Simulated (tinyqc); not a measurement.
Solid solubility of a dopant against its melt (retrograde solidus), clustering and the electrically active fraction. Inputs raised by 5 %, one at a time. Computed by tinyqc, a small Python program. Command: `OMP_NUM_THREADS=1 python tinyqc.py 3009570 3009571 out.jsonl retro sens`. One thread of a shared host (Intel(R) Xeon(R) Processor @ 2.30GHz), about 0.03 s of CPU time with the checks.

Inputs (values chosen for the exercise, of the order of those of gallium in silicon for the solubility):

| quantity | value | unit |
|---|---|---|
| melting point of the host T_m | 1687 | K |
| heat of melting of the host H_f | 50.2 | kJ/mol |
| interaction L of the melt | 2.9 | kJ/mol |
| enthalpy of transfer from melt to solid H | 0.652 | eV |
| entropy of transfer S | -0.36 | k_B |
| site density N0 | 5e+22 | 1/cm^3 |
| temperature T | 1300 | K |
| total dopant density N_t | 2.6e+21 | 1/cm^3 |
| atoms per cluster m | 3 | - |
| cluster scale N* at 1273 K | 3.6e+20 | 1/cm^3 |
| activation energy E_b of the cluster scale | 0.41 | eV |
| anneal temperature T_a | 950 | K |
| prefactor of n_i | 3.85e+16 | 1/(cm^3 K^1.5) |
| energy E_i in n_i | 0.6 | eV |
| mobility mu | 50 | cm^2/(V s) |

Clustering: clusters that take up free electrons.

Constants: R = 8.314462618 J/(mol K); k_B = 8.617333262e-05 eV/K; e = 1.602176634e-19 C; N_A = 6.02214076e+23 1/mol.

Method:
- x_l and x_s are atom fractions of the dopant in melt and solid; the solid is dilute. Liquidus of the host: R T ln(1 - x_l) + L x_l^2 = -H_f (1 - T/T_m). Distribution: k = x_s/x_l = exp[L (1 - x_l)^2/(R T)] exp(S/k_B - H/(k_B T)), the first factor being the activity coefficient in the melt. Solubility = x_s N0; at T_m x_l = 0.
- The largest x_s N0 between 900 K and T_m. For an ideal melt with constant heats the maximum has x_l = H_f/(H + H_f), H in the same units.
- A highly soluble donor (another dopant than that of the solidus) is limited by clustering. Donors N_a are active, and clusters hold m atoms each: N_t = N_a + m C, m C = N* (N_a/N*)^m (n/N*)^m, each atom taking one electron, n = N_a/2 + sqrt(N_a^2/4 + n_i^2), n_i = prefactor x T^1.5 exp(-E_i/(k_B T)), with N*(T) = N*(1273 K) exp[-(E_b/k_B)(1/T - 1/1273)]. Resistivity = 1/(e mu N_a).

Runs:

| input moved | from | to | solubility (1/cm^3) | temperature of the maximum (K) | largest solubility (1/cm^3) | active density N_a (1/cm^3) |
|---|---|---|---|---|---|---|
| base run | - | - | 7.4001e+19 | 1462.3 | 9.5563e+19 | 1.7162e+20 |
| enthalpy of transfer from melt to solid H (eV) | 0.652 | 0.6846 | 5.5317e+19 | 1469.2 | 7.3825e+19 | 1.7162e+20 |
| entropy of transfer S (k_B) | -0.36 | -0.378 | 7.2681e+19 | 1462.3 | 9.3858e+19 | 1.7162e+20 |
| heat of melting of the host H_f (kJ/mol) | 50.2 | 52.71 | 7.5658e+19 | 1465.1 | 9.8724e+19 | 1.7162e+20 |
| temperature T (K) | 1300 | 1365 | 8.6482e+19 | 1462.3 | 9.5563e+19 | 1.7162e+20 |
| total dopant density N_t (1/cm^3) | 2.6e+21 | 2.73e+21 | 7.4001e+19 | 1462.3 | 9.5563e+19 | 1.7310e+20 |
| activation energy E_b of the cluster scale (eV) | 0.41 | 0.4305 | 7.4001e+19 | 1462.3 | 9.5563e+19 | 1.6287e+20 |
| anneal temperature T_a (K) | 950 | 997.5 | 7.4001e+19 | 1462.3 | 9.5563e+19 | 2.0881e+20 |

Exponents ln(y'/y) / ln(x'/x):

| input | solubility | temperature of the maximum | largest solubility | active density N_a |
|---|---|---|---|---|
| enthalpy of transfer from melt to solid H | -5.964 | 0.095 | -5.290 | 0.000 |
| entropy of transfer S | -0.369 | 0.000 | -0.369 | 0.000 |
| heat of melting of the host H_f | 0.454 | 0.038 | 0.667 | 0.000 |
| temperature T | 3.194 | 0.000 | 0.000 | 0.000 |
| total dopant density N_t | 0.000 | 0.000 | 0.000 | 0.176 |
| activation energy E_b of the cluster scale | 0.000 | 0.000 | 0.000 | -1.073 |
| anneal temperature T_a | 0.000 | 0.000 | 0.000 | 4.021 |

To which inputs is each result most sensitive?

Among the inputs moved here: solubility answers most in size to enthalpy of transfer from melt to solid H (exponent -5.964), next to temperature T (+3.194); its exponent is below 0.0005 for total dopant density N_t, activation energy E_b of the cluster scale, anneal temperature T_a. Temperature of the maximum answers most in size to enthalpy of transfer from melt to solid H (exponent +0.095), next to heat of melting of the host H_f (+0.038); its exponent is below 0.0005 for entropy of transfer S, temperature T, total dopant density N_t, activation energy E_b of the cluster scale, anneal temperature T_a. Its exponent 0.000 in entropy of transfer S: a constant factor does not move the maximum. Largest solubility answers most in size to enthalpy of transfer from melt to solid H (exponent -5.290), next to heat of melting of the host H_f (+0.667); its exponent is below 0.0005 for temperature T, total dopant density N_t, activation energy E_b of the cluster scale, anneal temperature T_a. Active density N_a answers most in size to anneal temperature T_a (exponent +4.021), next to activation energy E_b of the cluster scale (-1.073); its exponent is below 0.0005 for enthalpy of transfer from melt to solid H, entropy of transfer S, heat of melting of the host H_f, temperature T.

Caution (all rows): this clustering law is a generic form; degeneracy and a doping-dependent mobility are left out.

Extremes, crossings and ranges named in words are read from the listed rows.
